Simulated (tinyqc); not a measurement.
From results back to parameters: shallow donor in effective-mass theory, with valley-orbit splitting. Four cases, with inputs chosen for the exercise.

Problem. Without strain the levels are A1 = E0 - D0 - 4 D1 - D2, T2 = E0 - D0 + D2 and E = E0 - D0 + 2 D1 - D2. They were computed from hidden D0, D1 and D2.

Case 1.

Values chosen (out of a larger set: near those of a group-V donor in Si; not measured data): E0 = -34.1 meV (single-valley level).

A1, T2, E (meV): -57.410  -35.990  -34.010

Case 2.

Values chosen (out of a larger set: near those of a group-V donor in Si; not measured data): E0 = -31.9 meV (single-valley level).

A1, T2, E (meV): -46.550  -34.590  -33.230

Case 3.

Values chosen (out of a larger set: near those of a group-V donor in Si; not measured data): E0 = -28.9 meV (single-valley level).

A1, T2, E (meV): -40.070  -30.270  -28.190

Case 4.

Values chosen (out of a larger set: near those of a group-V donor in Si; not measured data): E0 = -31.8 meV (single-valley level).

A1, T2, E (meV): -45.740  -34.180  -32.780

Find: D1; D2; D0.

Solution. E - A1 = 6 D1, T2 - E = 2 D2 - 2 D1, and the mean (A1 + 3 T2 + 2 E)/6 is E0 - D0.

Case 1.

D1 = 3.90 meV
D2 = 2.91 meV
D0 = 4.80 meV

Case 2.

D1 = 2.22 meV
D2 = 1.54 meV
D0 = 4.23 meV

Case 3.

D1 = 1.98 meV
D2 = 0.94 meV
D0 = 2.31 meV

Case 4.

D1 = 2.16 meV
D2 = 1.46 meV
D0 = 3.84 meV

Computed by tinyqc, one run a case: `OMP_NUM_THREADS=1 python tinyqc.py N N+1 out.jsonl` with N = 1282444, 1282451, 1282530, 1282538; one thread of a shared Intel(R) Xeon(R) Processor @ 2.30GHz, about 0.01 s a run at most.
